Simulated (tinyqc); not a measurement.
One-electron ion in a basis of Gaussians, step by step. One step of it, computed by the program tinyqc.

Problem. Generalised eigenproblem. Solve H C = S C e through S^(-1/2); each column has its largest component positive (the first on a tie).

H = T + V (hartree):
$$\begin{pmatrix}
-1.543725 & -1.709142 & -1.768546 & -1.612092 \\
-1.709142 & -1.595535 & -1.659895 & -2.239390 \\
-1.768546 & -1.659895 & 0.824347 & 1.441220 \\
-1.612092 & -2.239390 & 1.441220 & 13.111556
\end{pmatrix}$$

S:
$$\begin{pmatrix}
1.000000 & 0.788645 & 0.433852 & 0.200738 \\
0.788645 & 1.000000 & 0.788627 & 0.433847 \\
0.433852 & 0.788627 & 1.000000 & 0.788640 \\
0.200738 & 0.433847 & 0.788640 & 1.000000
\end{pmatrix}$$

Give: eigenvalues of S; eigenvalues; coefficients.

Solution.

eigenvalues of S: [0.045, 0.237, 0.966, 2.752]

eigenvalues (hartree): [-1.990, 0.563, 8.435, 37.797]

coefficients:
$$\begin{pmatrix}
0.534 & 1.567 & -0.942 & 0.444 \\
0.410 & -1.534 & 2.382 & -1.416 \\
0.126 & 0.082 & -2.003 & 2.483 \\
0.055 & -0.095 & 0.107 & -1.949
\end{pmatrix}$$

For Z = 2 and l = 0 the exact lowest level is -Z^2/(2 n^2) with n = l + 1: -2.000000 hartree.
